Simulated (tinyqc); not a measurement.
Inside a calculation. Model: interdiffusion of a quantum well during annealing: blurred potential and shift of the confined levels. Computed by tinyqc, a small Python program that keeps every step. Command: `OMP_NUM_THREADS=1 python tinyqc.py 3028105 3028106 out.jsonl qwi walk`. One thread of a shared host (Intel(R) Xeon(R) Processor @ 2.30GHz), about 0.07 s of CPU time with the checks. Intermediate numbers are printed to about 7 digits and carried at full precision; extremes and crossings named in words are read from the listed rows.

A square well of width w is blurred by Fick diffusion with a constant coefficient; band offsets are linear in composition, masses are uniform, and strain and excitons are ignored.

Inputs (values chosen for the exercise, modelled on InGaAs in GaAs):
```
quantity,value,unit
well width w,11,nm
electron mass m_e,0.06,m_0
hole mass m_h,0.357,m_0
conduction offset V_c,0.14,eV
valence offset V_v,0.076,eV
prefactor D0,46,cm^2/s
activation energy E,3.44,eV
anneal temperature T,760,C
anneal time t,100,s
```

Constants: k_B = 8.617333262e-05 eV/K; hbar^2/(2 m_0) = 3.80998212 eV angstrom^2.

## Diffusion length

D = D0 exp(-E/(k_B T)); L = sqrt(D t); share of well material at the centre erf(w/(4L)); 1 nm = 1e-7 cm. Temperatures in kelvin are T(C) + 273.15.

diffusivity D = 7.624239e-16 cm^2/s

diffusion length L = 2.761202 nm

ratio L/w = 0.2510184

share at the centre = 0.8410098

## Levels before the anneal

Square well, ground state: take the lowest root of k tan(k w/2) = kappa, k^2 = E/c, kappa^2 = (V - E)/c, c = hbar^2/(2m) with hbar^2/(2 m_0) in eV angstrom^2.

electron level before the anneal = 26.40480 meV

hole level before the anneal = 5.864635 meV

Caution: the well mass is used in the barriers too; a heavier barrier mass would lower these levels.

## Levels after the anneal

With L = sqrt(D t) and the share at the centre erf(w/(4L)). After the anneal: V(z) = V {1 - (1/2)[erf((w/2 - z)/(2L)) + erf((w/2 + z)/(2L))]}, energies counted from the original well bottom. Finite differences on 3000 points over |z| < w/2 + 6L + 25 nm; shifts are taken against the same grid with cell-averaged square steps. Rise of the bottom = V (1 - share at the centre). Overlap = |<electron|hole>|^2.

shift of the electron level = 27.526 meV

shift of the hole level = 16.246 meV

blue shift of the transition = 43.772 meV

rise of the gap at the centre = 34.34188 meV

overlap = 0.9463

The centre has taken up barrier material, which carries much of the shift.

## Shift against diffusion length

First-order estimate for small L: the shift is 2 L^2 V |d(psi^2)/dz| at an edge, with psi the normalised square-well state: psi^2 = cos^2(k z)/(w/2 + 1/kappa) inside, so |d(psi^2)/dz| = k sin(k w)/(w/2 + 1/kappa).

Shifts (meV):
```
L/w,L (nm),share at the centre,electron,hole,sum,first-order sum
0.02,0.22,1,0.26,0.125,0.385,0.4116215
0.04,0.44,1,0.991,0.468,1.459,1.646486
0.07,0.77,0.9999996,2.87,1.356,4.226,5.042363
0.1,1.1,0.9995930,5.608,2.723,8.331,10.29054
0.15,1.65,0.9815779,11.84,6.207,18.047,23.15371
0.2,2.2,0.9229001,19.449,10.952,30.401,41.16215
0.3,3.3,0.7614072,34.839,21.107,55.946,92.61483
0.45,4.95,0.5679416,52.566,32.818,85.384,208.3834
0.7,7.7,0.3864947,70.091,44.089,114.181,504.2363
1,11,0.2763264,81.411,51.162,132.572,1029.054
```

The sum grows as L^1.92 between the first rows (L^2, linear in time, in first order) and as L^0.42 between the last, as it bends towards the limit V_c + V_v less the original levels, 183.7 meV. The first-order form is off by +7 % in the first row and +24 % at L/w = 0.1; it needs L well below the decay length 1/kappa. At L/w = 0.2 the hole level has moved by the larger share of its offset (14.4 % for the hole, 13.9 % for the electron).

Checks made by the program: finite differences against the square-well equation (relative difference 3e-06).
